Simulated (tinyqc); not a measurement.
Length of a polyene: Hueckel, PPP and singles CI along the polyenes. Computed by the program tinyqc. 

All-trans chains of carbon centres 1.40 angstrom apart:

| parameter | value |
|---|---|
| beta (eV), times 1 +/- alternation | -2.440000 |
| alternation | 0.110000 |
| W (eV) | 11.160000 |
| gamma_rr (eV) | 10.790000 |
| repulsion formula | Ohno |

Hueckel uses the same beta without repulsion; CIS keeps all single excitations and so misses the low, doubly excited 2Ag state. W is the valence ionisation energy of a centre, MN the Mataga-Nishimoto formula, f the oscillator strength.

Gaps and excitations (eV):

| centres | Hueckel gap | PPP orbital gap | bright singlet (CIS) | f | lowest triplet (CIS) |
|---|---|---|---|---|---|
| 2 | 5.4168 | 12.8618 | 7.0893 | 0.6078 | 3.7443 |
| 4 | 3.6643 | 10.3845 | 5.6139 | 1.0977 | 2.7912 |
| 6 | 2.8629 | 9.1539 | 4.7728 | 1.5149 | 2.3415 |
| 8 | 2.4111 | 8.4377 | 4.2468 | 1.8879 | 2.1035 |
| 10 | 2.1237 | 7.9804 | 3.8952 | 2.2314 | 1.9647 |
| 12 | 1.9261 | 7.6697 | 3.6489 | 2.5569 | 1.8777 |

The Hueckel gap tends to 4 x alternation x |beta| = 1.07 eV for long chains. Exchange opens the PPP orbital gap, and the attraction of electron and hole brings the bright state 4.02 eV below it at 12 centres; the triplet lies 1.77 eV lower still.
